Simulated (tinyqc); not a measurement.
Worked calculation: lattice vibrations of a chain. One step of it, computed by the program tinyqc.

Problem. Frequencies. omega^2 are the eigenvalues; wavenumber = 521.4708 sqrt(eigenvalue) 1/cm.

D(q) (eV/(angstrom^2 u)):
```
                    1                   2
1            0.159652  0.075616+0.050297i
2  0.075616-0.050297i            0.366667
```

Give: eigenvalues; wavenumbers; weights |e|^2 of the mass-weighted modes.

Solution.

eigenvalues: 0.1255  0.4009

wavenumbers (1/cm): 184.7  330.2

weights |e|^2 of the mass-weighted modes:
```
        mode 1  mode 2
atom 1  0.8758  0.1242
atom 2  0.1242  0.8758
```
